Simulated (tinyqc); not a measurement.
Anisotropic elasticity and sound waves of a cubic crystal: one step, computed by the program tinyqc. Command: `OMP_NUM_THREADS=1 python tinyqc.py 3014153 3014154 out.jsonl cubicelastic walk`. One thread of a shared host (Intel(R) Xeon(R) Processor @ 2.30GHz), about 0.01 s of CPU time with the checks.

Voigt order 1..6 = xx, yy, zz, yz, xz, xy, with engineering shear strains. The rotated frame has x' as named, z' along the wafer normal and y' = z' x x'.

Question. Compliances and anisotropy. S11 = (C11 + C12)/D, S12 = -C12/D, D = (C11 - C12)(C11 + 2 C12), S44 = 1/C44. Zener ratio A = 2 C44/(C11 - C12); S0 = S11 - S12 - S44/2; H = 2 C44 + C12 - C11.

Inputs (values chosen for the exercise, modelled on diamond): C11 = 1058 GPa; C12 = 127.4 GPa; C44 = 571.4 GPa.

Frame: (001) wafer, x' along [210].

Give: S11; S12; S44; Zener ratio A; S0; H.

Answer.

S11 = 0.9703 1/TPa

S12 = -0.1043 1/TPa

S44 = 1.750 1/TPa

Zener ratio A = 1.228

S0 = 0.1995 1/TPa

H = 212.2 GPa
